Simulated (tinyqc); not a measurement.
# Fully depleted semiconductor-on-insulator film with two gates, non-linear Poisson equation by Newton steps: charge against front-gate voltage

One dimension across the film, front interface at x = 0, back interface at x = ts. psi is counted from the intrinsic level, n = ni exp(psi/Vt) (source grounded), holes neglected, acceptors ionised. Gates act through Cox = eps0 eox/tox and Cbox = 3.9 eps0/tb with potentials G1 = Vg - (phiM - chi - Vt ln(Nc/ni)) and G2 = Vb - (phiB - chi - Vt ln(Nc/ni)). Classical Boltzmann densities, no interface charge, no depletion in the back plane.

ni = sqrt(Nc Nv) exp(-Eg/(2 Vt)), Eg in volts. The Poisson equation eps0 eps_r d2psi/dx2 = q (n + Na), with -eps0 eps_r dpsi/dx = Cox (G1 - psi) at x = 0 and eps0 eps_r dpsi/dx = Cbox (G2 - psi) at x = ts, is solved on 300 equal intervals with half boxes at both ends; N_inv is the trapezoid sum of n. Swing = ln 10/(d ln N_inv/dVg); the last column is (dN_inv/dVb)/(dN_inv/dVg).

Inputs (values chosen for the exercise); band and dielectric values close to those of In0.53Ga0.47As: temperature T = 300 K; band gap Eg = 0.732 eV; relative permittivity eps_r = 13.9; conduction-band density of states at T Nc = 2.09e17 cm^-3; valence-band density of states at T Nv = 7.7e18 cm^-3; electron affinity chi = 4.5 eV; relative permittivity of the gate insulator (close to silicon dioxide) eox = 3.9; insulator thickness tox = 1.1 nm; film thickness ts = 7.7 nm; buried-oxide thickness (eps_r 3.9) tb = 140 nm; acceptor density of the film Na = 1.2e17 cm^-3; work function of the front gate phiM = 4.68 eV; work function of the back plane phiB = 5.18 eV; back-gate voltage Vb = 0 V.

Constants: q = 1.602176634e-19 C, kB = 1.380649e-23 J/K, Vt = kB T/q, eps0 = 8.8541878128e-14 F/cm where lengths are in cm. Results are converted to the units shown.

Result of one run:
columns A: Vg (V); B: psi front (V); C: psi back (V); D: N_inv (cm^-2); E: centroid/ts; F: swing (mV/decade); G: q dN_inv/dVg over Cox; H: back/front leverage
```
A         B      C        D      E    F      G       H
0.24  0.353  0.325  3.18e11  0.408  114  0.327  0.0134
```

What becomes of these results when the front-gate voltage Vg is changed from 0.24 to 0.99 V, all else the same?

Result of the changed run:
columns A: Vg (V); B: psi front (V); C: psi back (V); D: N_inv (cm^-2); E: centroid/ts; F: swing (mV/decade); G: q dN_inv/dVg over Cox; H: back/front leverage
```
A         B      C        D      E       F      G        H
0.99  0.513  0.364  1.19e13  0.111  1.51e3  0.923  0.00842
```

The whole series:
columns A: Vg (V); B: psi front (V); C: psi back (V); D: N_inv (cm^-2); E: centroid/ts; F: swing (mV/decade); G: q dN_inv/dVg over Cox; H: back/front leverage
```
A            B        C        D      E       F        G        H
-0.21  -0.0775  -0.0864   2.85e4  0.471    60.4  5.54e-8   0.0150
-0.06   0.0714   0.0602   8.65e6  0.464    60.4  1.68e-5   0.0149
0.09     0.220    0.207   2.61e9  0.456    60.9  0.00504   0.0148
0.24     0.353    0.325  3.18e11  0.408     114    0.327   0.0134
0.39     0.423    0.354  1.89e12  0.282     326    0.680   0.0106
0.54     0.460    0.360  4.10e12  0.203     595    0.811  0.00939
0.69     0.483    0.363  6.59e12  0.158     889    0.871  0.00886
0.84     0.500    0.364  9.20e12  0.130  1.20e3    0.903  0.00859
0.99     0.513    0.364  1.19e13  0.111  1.51e3    0.923  0.00842
```

N_inv passes 1e11 cm^-2 at Vg = 0.193 V. The swing starts at 60.4 mV a decade, against (1 + k) Vt ln 10 = 60.0 for a front channel with k = Cs Cbox/(Cox (Cs + Cbox)) = 0.00774, Cs = eps0 eps_r/ts; above threshold this column is no longer a subthreshold swing. The centroid falls from 0.471 to 0.111 of ts and the leverage of the back gate falls from 0.0150 to 0.00842. For Vg = 0.24, 0.39, 0.54, 0.69, 0.84, 0.99 the density at an interface exceeds 0.3 Nc, where Boltzmann statistics fail. For Vg = 0.39, 0.54, 0.69, 0.84, 0.99 the classical centroid lies within 3 nm of an interface, where confinement, left out, would push it away.

Range of the model: In so thin a film or at such density quantum confinement moves the charge away from the interfaces and raises the threshold.

Computed by the program tinyqc: `OMP_NUM_THREADS=1 python tinyqc.py 2190102 2190103 out.jsonl`, one thread of a shared Intel Xeon 2.30GHz, about 0.5 s for the whole run.
